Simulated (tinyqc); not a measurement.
Worked calculation: tunnelling through a thin dielectric with one trap, as a tight-binding chain. Values are carried at full precision from step to step, so a last printed digit may differ when a step is redone from the rounded ones.

Hopping -t everywhere, t = c/(m a^2), c = hbar^2/2m0; lead sites at 2t (band bottom 0), barrier sites 1 to N at 2t + phi, and site j has U besides. No voltage. Leads give S = -t exp(ika) on sites 1 and N, cos(ka) = 1 - E/(2t). T = (2 t sin(ka))^2 |G_1N|^2, G = (E - H - S)^-1. In the barrier cosh(q a) = 1 + (phi - E)/(2t).

Constants: hbar^2/2m0 = 3.80998211 eV angstrom^2; hbar = 6.58211957e-16 eV s.

Parameters, chosen for this exercise (barrier and mass of the size used for Si3N4 on silicon; shifted at random, so the results belong to these values and not to a real crystal): a = 2.5 angstrom (site spacing); m = 0.4 m0 (mass, the same in leads and barrier); phi = 2.11 eV (conduction edge of the barrier above that of the leads); U = -2.99 eV (extra energy on the trap site); E = 0.66 eV (electron energy); N = 11 (barrier sites); j = 6 (site of the trap).

## Scales

Form t, ka, q a, and the level of the trap in an endless barrier, Eb = phi + 2t - sqrt(4 t^2 + U^2).

t = 1.5240 eV
ka = 0.67058 rad
q a = 0.94039
Eb = 0.8883 eV

## The matrix E - H - S

Fill it in.

E - H - S (eV):
```
                  1        2        3        4        5        6
1   -3.3040+0.9471i   1.5240   0.0000   0.0000   0.0000   0.0000
2            1.5240  -4.4980   1.5240   0.0000   0.0000   0.0000
3            0.0000   1.5240  -4.4980   1.5240   0.0000   0.0000
4            0.0000   0.0000   1.5240  -4.4980   1.5240   0.0000
5            0.0000   0.0000   0.0000   1.5240  -4.4980   1.5240
6            0.0000   0.0000   0.0000   0.0000   1.5240  -1.5080
7            0.0000   0.0000   0.0000   0.0000   0.0000   1.5240
8            0.0000   0.0000   0.0000   0.0000   0.0000   0.0000
9            0.0000   0.0000   0.0000   0.0000   0.0000   0.0000
10           0.0000   0.0000   0.0000   0.0000   0.0000   0.0000
11           0.0000   0.0000   0.0000   0.0000   0.0000   0.0000

          7        8        9       10               11
1    0.0000   0.0000   0.0000   0.0000           0.0000
2    0.0000   0.0000   0.0000   0.0000           0.0000
3    0.0000   0.0000   0.0000   0.0000           0.0000
4    0.0000   0.0000   0.0000   0.0000           0.0000
5    0.0000   0.0000   0.0000   0.0000           0.0000
6    1.5240   0.0000   0.0000   0.0000           0.0000
7   -4.4980   1.5240   0.0000   0.0000           0.0000
8    1.5240  -4.4980   1.5240   0.0000           0.0000
9    0.0000   1.5240  -4.4980   1.5240           0.0000
10   0.0000   0.0000   1.5240  -4.4980           1.5240
11   0.0000   0.0000   0.0000   1.5240  -3.3040+0.9471i
```

## Transmission

Invert the matrix; T = (2 t sin(ka))^2 |G_1N|^2.

first row of G (1/eV): -0.3292-0.1152i  -0.1291-0.04518i  -0.05183-0.01814i  -0.02387-0.008354i  -0.01862-0.006519i  -0.03108-0.01089i  -0.01213-0.004253i  -0.004738-0.001667i  -0.001848-0.0006658i  -0.0007175-0.0002984i  -0.0002694-0.0002148i

T = 4.259e-07

Without the trap T is 3.93e-09: the trap changes it by a factor 108 at this energy.

## The resonance

Resonance: the lowest eigenvalue of H + S(E), iterated until its real part equals E (40 rounds from Eb = phi + 2t - sqrt(4t^2 + U^2), the level in an endless barrier). With v the normalised squared amplitudes of that state, Gamma_L = 2 t sin(ka) v_1, Gamma_R = 2 t sin(ka) v_N; Breit-Wigner T = Gamma_L Gamma_R/((E - Er)^2 + (Gamma_L + Gamma_R)^2/4).

Find Er, the two widths, the peak height 4 Gamma_L Gamma_R/(Gamma_L + Gamma_R)^2 and the escape time hbar/(Gamma_L + Gamma_R).

Er = 0.8883 eV

widths (meV): left 0.2993, right 0.2993

peak height = 1.000
escape time = 1.10e+03 fs

squared amplitudes: 0.0001  0.0007  0.0038  0.0218  0.1234  0.7003  0.1234  0.0218  0.0038  0.0007  0.0001

The nearby leads move the level 0.0 meV above its value in an endless barrier. The trap is equally far from both leads, so the peak reaches one.

## Checks

- T at Er from the chain against the Breit-Wigner peak: both 1.00.
- T without trap against the closed form for a lattice barrier: both 3.931e-09.

Program tinyqc; command `OMP_NUM_THREADS=1 python tinyqc.py 1452476 1452477 out.jsonl`; about 0.1 s on one thread of a shared Intel(R) Xeon(R) Processor @ 2.30GHz.
